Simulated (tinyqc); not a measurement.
From results back to parameters: standing waves and exposure in a photoresist film. Two cases, with inputs chosen for the exercise.

Problem. Bleaching of a resist on an index-matched plate: T(0) = T12 exp(-(A + B) d), T(end) = T12 exp(-B d), T12 = 1 - ((n1 - 1)/(n1 + 1))^2, and the first slope dT/dD = T(0) C A T12 (1 - exp(-(A + B) d))/(A + B). Here d = dT and D is the dose; A, B and C are hidden.

Find: A; B; C.

Method. A = ln(T(end)/T(0))/d, B = ln(T12/T(end))/d, and the slope then gives C.

Case 1.

Values chosen (out of a larger set: a resist on polySi, indices near tabulated ones; not measured data): n1 = 1.697 (resist index); dT = 0.215 micrometre (resist thickness on an index-matched plate).

T(0) = 0.769031
T(end) = 0.784057
dT/dD = 0.00046716 cm^2/mJ

Solution.

A = 0.09 1/micrometre
B = 0.81 1/micrometre
C = 0.037 cm^2/mJ

Case 2.

Values chosen (out of a larger set: a resist on Si, indices near tabulated ones; not measured data): n1 = 1.708 (resist index); dT = 0.602 micrometre (resist thickness on an index-matched plate).

T(0) = 0.589593
T(end) = 0.914971
dT/dD = 0.0075547 cm^2/mJ

Solution.

A = 0.73 1/micrometre
B = 0.03 1/micrometre
C = 0.039 cm^2/mJ

Computed by tinyqc, one run a case: `OMP_NUM_THREADS=1 python tinyqc.py N N+1 out.jsonl` with N = 1650736, 1650844; one thread of a shared Intel(R) Xeon(R) Processor @ 2.30GHz, about 0.01 s a run at most.
